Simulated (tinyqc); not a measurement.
# Worked calculation: pillar capacitor in an array: capacitance, non-linearity, leakage and relaxation

tinyqc, about 0.01 s, one thread, Intel Xeon 2.30GHz (shared host): `OMP_NUM_THREADS=1 python tinyqc.py 2102079 2102080 out.jsonl` Printed values are rounded.

A film between two metal electrodes, each interface adding a series capacitance ci. The small-signal permittivity is ek (1 + aq E^2); the field is found with the linear permittivity. Leakage J = J0 sinh(E/Ef). After a voltage step the film passes a relaxation current kr C V tt^(-nr), tt being the time in seconds. The sidewall is a coaxial capacitor with radii a = dm/2 and b = dm/2 + t, depth AR dm; the end face is left out.

Inputs (values chosen for the exercise); permittivity of the order of that of hafnium oxide: relative permittivity of the film ek = 20.2; film thickness t = 14 nm; capacitance of each electrode interface (dead layer and screening) ci = 68 uF/cm^2; quadratic field coefficient of the permittivity aq = 0.0033 cm^2/MV^2; bias V = 1.3 V; leakage prefactor J0 = 8.5e-10 A/cm^2; field for an e-fold rise of the leakage Ef = 0.47 MV/cm; diameter of the pillar dm = 110 nm; aspect ratio, depth over diameter AR = 50; pitch of the square array pt = 200 nm; resistivity of the inner electrode rho = 230 uohm cm.

Constants: eps0 = 8.8541878128e-14 F/cm where lengths are in cm. Results are converted to the units shown.

## Planar capacitance, field and non-linearity

Planar film: Cf = eps0 ek/t, 1/C = 1/Cf + 2/ci, EOT = 3.9 eps0/C, effective permittivity C t/eps0, E = (V/t) C/Cf; quadratic coefficient [C(V)/C - 1]/V^2 with Cf (1 + aq E^2) in C(V).

Cf = 1.27753 uF/cm^2
C = 1.23127 uF/cm^2
EOT = 2.80453 nm
effective permittivity = 19.4685
E = 0.894944 MV/cm
quadratic coefficient = 1507.16 ppm/V^2
J = 2.78998e-9 A/cm^2

The interfaces take 3.62 % of the voltage.

## Cell capacitance, fields and time constant

Per length 1/c = ln(b/a)/(2 pi eps0 ek) + (1/a + 1/b)/(2 pi ci); cell capacitance c AR dm; per footprint over pt^2; fields c V/(2 pi eps0 ek r) at r = a and b; resistance of the inner electrode rho AR dm/(pi a^2); time constant R C/3 of the distributed line.

a = 55 nm
b = 69 nm
cell capacitance = 26.2601 fF
capacitance per footprint = 65.6502 uF/cm^2
field at a = 1.00423 MV/cm
field at b = 0.800475 MV/cm
R = 1.33111 kohm
R C/3 = 11.6517 ps

The array gives 53.3 times the planar capacitance per footprint; curvature makes the field at the inner electrode 1.12 times the planar value.
